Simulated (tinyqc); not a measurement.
# Disorder broadening of a flat band (such as a Landau level) in the self-consistent Born approximation: effects of single changes

The local Green function is G = g0(z - Sigma) with z = E + i eta and g0(z) = 1/z; the self-energy is Sigma = D G. The density of states is -Im G/pi.

Values chosen for this exercise:
```
symbol  value  unit                           meaning
D       0.021  eV^2  variance of the random potential
eta      0.01    eV                   bare broadening
E       0.188    eV       energy from the band centre
```

Each table varies one quantity; the others keep the values above.

## Density of states across the band

Sigma is iterated to self-consistency (retarded branch, Im Sigma < 0); first Born means Sigma = D g0(z) put once into G = g0(z - Sigma); clean means Sigma = 0. Closed form: G = (z - sqrt(z^2 - 4 D))/(2 D) with the root that gives Im G < 0; for eta -> 0 a semi-ellipse of half-width 2 sqrt(D).

Result of one run:

| E (eV) | Re Sigma (eV) | Im Sigma (eV) | DOS, self-consistent (1/eV) | DOS, first Born (1/eV) | DOS, clean (1/eV) |
|---|---|---|---|---|---|
| 0.278 | 0.1233 | -0.03918 | 0.5938 | 0.09825 | 0.04113 |

What becomes of these results when the energy from the band centre E is changed from 0.278 to 0.209 eV, all else the same?

Result of the changed run:

| E (eV) | Re Sigma (eV) | Im Sigma (eV) | DOS, self-consistent (1/eV) | DOS, first Born (1/eV) | DOS, clean (1/eV) |
|---|---|---|---|---|---|
| 0.209 | 0.09931 | -0.09566 | 1.450 | 0.3910 | 0.07271 |

The whole series:

| E (eV) | Re Sigma (eV) | Im Sigma (eV) | DOS, self-consistent (1/eV) | DOS, first Born (1/eV) | DOS, clean (1/eV) |
|---|---|---|---|---|---|
| 0 | 0 | -0.1400 | 2.122 | 0.1509 | 31.83 |
| 0.035 | 0.01689 | -0.1389 | 2.106 | 0.1797 | 2.402 |
| 0.07 | 0.03376 | -0.1357 | 2.057 | 0.3130 | 0.6366 |
| 0.104 | 0.05008 | -0.1304 | 1.976 | 0.9228 | 0.2916 |
| 0.139 | 0.06677 | -0.1223 | 1.854 | 11.81 | 0.1639 |
| 0.174 | 0.08325 | -0.1111 | 1.683 | 1.698 | 0.1048 |
| 0.209 | 0.09931 | -0.09566 | 1.450 | 0.3910 | 0.07271 |
| 0.243 | 0.1139 | -0.07451 | 1.129 | 0.1743 | 0.05381 |
| 0.278 | 0.1233 | -0.03918 | 0.5938 | 0.09825 | 0.04113 |
| 0.313 | 0.09620 | -0.007978 | 0.1209 | 0.06372 | 0.03246 |
| 0.348 | 0.07740 | -0.004006 | 0.06072 | 0.04504 | 0.02626 |

The self-consistent density of states falls from 2.12 to 0.0607 1/eV. It drops to the tail left by eta beyond 2 sqrt(D) = 0.290 eV. By ratio, first Born differs most at E = 0 eV, where it is 0.071 times the self-consistent value.

## Effect of the disorder strength

Same model as above.

The same in every row: DOS, clean (1/eV) = 0.08981.

Effect of the disorder strength:

| D (eV^2) | Re Sigma (eV) | Im Sigma (eV) | DOS, self-consistent (1/eV) | DOS, first Born (1/eV) |
|---|---|---|---|---|
| 0.0007 | 0.003788 | -2.100e-4 | 0.09548 | 0.09529 |
| 0.0013 | 0.007165 | -4.126e-4 | 0.1010 | 0.1003 |
| 0.0023 | 0.01310 | -8.097e-4 | 0.1121 | 0.1093 |
| 0.0041 | 0.02503 | -0.001814 | 0.1408 | 0.1279 |
| 0.0074 | 0.05459 | -0.006926 | 0.2979 | 0.1728 |
| 0.013 | 0.08678 | -0.06012 | 1.472 | 0.3030 |
| 0.024 | 0.09019 | -0.1183 | 1.569 | 1.346 |
| 0.044 | 0.09149 | -0.1826 | 1.321 | 2.785 |
| 0.079 | 0.09223 | -0.2599 | 1.047 | 0.1889 |

|Im Sigma| rises from 2.10e-4 to 0.260 eV, as D^(1.09) between the first two rows and D^(0.60) between the last two (the golden rule gives power 1, broadening wider than the band power 1/2). First Born is 0.20 % below the self-consistent density of states in the first row and 0.18 times it in the last.

Range of the model: The self-consistent Born approximation misses band tails from rare fluctuations and localisation.

Program tinyqc, `OMP_NUM_THREADS=1 python tinyqc.py 2720117 2720118 out.jsonl`; Intel Xeon 2.30GHz, shared host, one thread, about 0.01 s.
